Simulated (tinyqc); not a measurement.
From results back to parameters: sp3s* tight binding. Three cases, with inputs chosen for the exercise.

Problem. Without spin-orbit coupling the s levels at Gamma are the roots of [[Esa, Vss], [Vss, Esc]], the p levels those of [[Epa, Vxx], [Vxx, Epc]], and the doubly degenerate valence level at X is the lower root of [[Epa, Vxy], [Vxy, Epc]]. The atomic differences are given; the levels below come from hidden parameters.

Find: Esa, Esc, Epa, Epc; |Vss|, |Vxx|, |Vxy|.

Method. The mean of a pair of roots is the mean of the two levels, which with the given difference fixes both; half the splitting, squared, less a quarter of the squared difference is V^2. At X the lower root lies sqrt((dEp/2)^2 + Vxy^2) below the mean p level.

Case 1.

Values chosen (out of a larger set: near a published set for GaAs, fitted to gaps, whose masses and valley positions are rough; not measured data): dEs = 5.775 eV (Esc - Esa); dEp = 2.658 eV (Epc - Epa).

s levels at Gamma (eV): -12.56682  1.47382

p levels at Gamma (eV): 0.00501  4.72299

valence level X5 = -2.82797 eV

Solution.

Esa, Esc, Epa, Epc (eV): -8.434  -2.659  1.035  3.693

|Vss|, |Vxx|, |Vxy| (eV): 6.399  1.949  5.019

Case 2.

Values chosen (out of a larger set: near a published set for SiC, fitted to gaps, whose masses and valley positions are rough; not measured data): dEs = 3.518 eV (Esc - Esa); dEp = 2.232 eV (Epc - Epa).

s levels at Gamma (eV): -19.37632  6.04032

p levels at Gamma (eV): -0.04064  6.45864

valence level X5 = -2.88506 eV

Solution.

Esa, Esc, Epa, Epc (eV): -8.427  -4.909  2.093  4.325

|Vss|, |Vxx|, |Vxy| (eV): 12.586  3.052  5.991

Case 3.

Values chosen (out of a larger set: near a published set for GaAs, fitted to gaps, whose masses and valley positions are rough; not measured data): dEs = 5.681 eV (Esc - Esa); dEp = 2.616 eV (Epc - Epa).

s levels at Gamma (eV): -12.49859  1.52559

p levels at Gamma (eV): 0.00445  4.70555

valence level X5 = -2.88682 eV

Solution.

Esa, Esc, Epa, Epc (eV): -8.327  -2.646  1.047  3.663

|Vss|, |Vxx|, |Vxy| (eV): 6.411  1.953  5.076

Computed by tinyqc, one run a case: `OMP_NUM_THREADS=1 python tinyqc.py N N+1 out.jsonl` with N = 1480080, 1480151, 1480159; one thread of a shared Intel(R) Xeon(R) Processor @ 2.30GHz, about 0.2 s a run at most.
